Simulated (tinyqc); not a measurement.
Heavy doping: gap narrowing, degeneracy and the minority density: sweeps and comparisons. A value that a table varies takes the place of the one given here.

F_j(eta) = (1/Gamma(j + 1)) integral_0^infinity x^j dx/(1 + exp(x - eta)), which tends to exp(eta) for eta << 0.

Empirical narrowing (Slotboom form, constants chosen for the exercise; published fits of this form give the apparent narrowing, here it is taken as the true one): dEg = E0 [ln(N/N0) + sqrt(ln(N/N0)^2 + C)].

Majority: N = Nv F_1/2(eta), eta the distance of EF beyond the majority band edge in kT. Degeneracy factor gam = F_1/2(eta)/exp(eta). ni0^2 = Nc Nv exp(-Eg/kT); product n p = ni0^2 gam exp(dEg/kT), dEg the true narrowing; apparent narrowing dEa = dEg + kT ln gam; minority density = n p/N.

Bipolar transistor with N as emitter doping: beta = K (N/NB) exp((dEa_B + dG - dEa_E)/kT), dEa_E = dEg(N) + kT ln gam, dEa_B = dEg(NB). For the sweep in T, Nv is scaled as (T/T0)^(3/2) from its value at T0 = T.

Constants: kB = 8.617333262e-05 eV/K.

Parameters, chosen for this exercise (gap and densities of states near those of Si at this temperature; narrowing constants near the fits for Si; not measured data): Eg = 1.119 eV (gap); Nc = 2.76e+19 1/cm^3 (conduction-band density of states); Nv = 1.17e+19 1/cm^3 (valence-band density of states); T = 300 K; E0 = 7.59 meV (narrowing scale); N0 = 1.5e+17 1/cm^3 (onset density); C = 0.5 (smoothing constant); N = 8.4e+17 1/cm^3 (ionised acceptors, equal to the majority density); NB = 4e+17 1/cm^3 (base doping); K = 5.4 (ratio (D_B W_E)/(D_E W_B)); dG = 50 meV (extra narrowing of the base by alloying).

## Narrowing against degeneracy

N takes the values listed; the last column is N over the factor gam exp(dEg/kT), the doping that a simple model would need to give the same minority density.

Results:
```
N (1/cm^3)    eta      gam  dEg (meV)  dEa (meV)  minority (1/cm^3)  effective doping (1/cm^3)
4.0e+16     -5.68    0.999        1.3        1.3           1.35e+03                   3.80e+16
1.0e+17     -4.76    0.997        3.1        3.0                578                   8.89e+16
4.0e+17     -3.36    0.988       16.6       16.3                241                   2.13e+17
1.0e+18     -2.43    0.970       29.8       29.0                158                   3.26e+17
4.0e+18     -0.95    0.887       50.4       47.3               80.0                   6.42e+17
1.0e+19      0.14    0.742       64.2       56.5               45.7                   1.13e+18
4.0e+19      2.39    0.315       85.1       55.2               10.9                   4.72e+18
9.0e+19      4.52   0.0836       97.4       33.3               2.07                   2.49e+19
2.0e+20      7.92  0.00623      109.5      -21.8              0.111                   4.65e+20
```

How do the results move?

dEg grows steadily to 109.5 meV, while the apparent value peaks at 56.5 meV for N = 1e+19 and falls to -21.8 meV as the Fermi level enters the band (a negative value is not met in measurements: parabolic bands with a fixed mass overstate the filling). N grows by a factor 25 from the third to the sixth row and the effective doping by 5.3: net of degeneracy, narrowing takes away 79 % of the factor gained by heavier doping.

## Current gain against temperature

Gain:
```
T (K)  beta  beta with dG = 0  without narrowing
150     257              5.37               11.3
200     117              6.43               11.3
250    73.0              7.17               11.3
300    53.4              7.72               11.3
350    42.7              8.14               11.3
400    36.2              8.48               11.3
450    31.8              8.75               11.3
```

dEa_B + dG - dEa_E at T0 = 40.1 meV

What can be read from the table?

beta is 257 at 150 K and 31.8 at 450 K, since the net exponent is positive: the gap is narrower in the base. At 300 K narrowing and degeneracy change the gain by a factor 0.681 and alloying the base by 6.92.

## What moves the minority density and the gain

All results formed anew. Each row changes one parameter from the base and keeps the others.

Results:
```
case                  dEg (meV)  dEa (meV)  minority (1/cm^3)  beta
base                      27.21      26.55                171  53.4
N = 1.68e+18 1/cm^3       37.44      36.13                124  73.8
E0 = 9.108 meV            32.65      32.00                211  49.2
N0 = 3e+17 1/cm^3         17.30      16.64                116  56.1
Eg = 1.139 eV             27.21      26.55               78.8  53.4
Nv = 1.52e+19 1/cm^3      27.21      26.71                223  53.1
NB = 8e+17 1/cm^3         27.21      26.55                171  39.1
```

How do the results move?

The largest shifts from the base row, up to three for each result and ties (the steps differ in size, so this ranks the rows, not the parameters). dEg (meV): N +10.23, N0 -9.92, E0 +5.44; unchanged at the printed digits by Eg, Nv and NB. dEa (meV): N0 -9.92, N +9.58, E0 +5.44; unchanged at the printed digits by Eg and NB. minority (1/cm^3): Eg -92.0, N0 -54.4, Nv +52.4; unchanged at the printed digits by NB. beta: N +20.3, NB -14.3, E0 -4.20; unchanged at the printed digits by Eg.

Computed by tinyqc, a small Python program: `OMP_NUM_THREADS=1 python tinyqc.py 1680151 1680152 out.jsonl` (the numbers bound the seed that draws the inputs); one thread of a shared host (Intel(R) Xeon(R) Processor @ 2.30GHz), about 0.01 s for the whole set of steps.
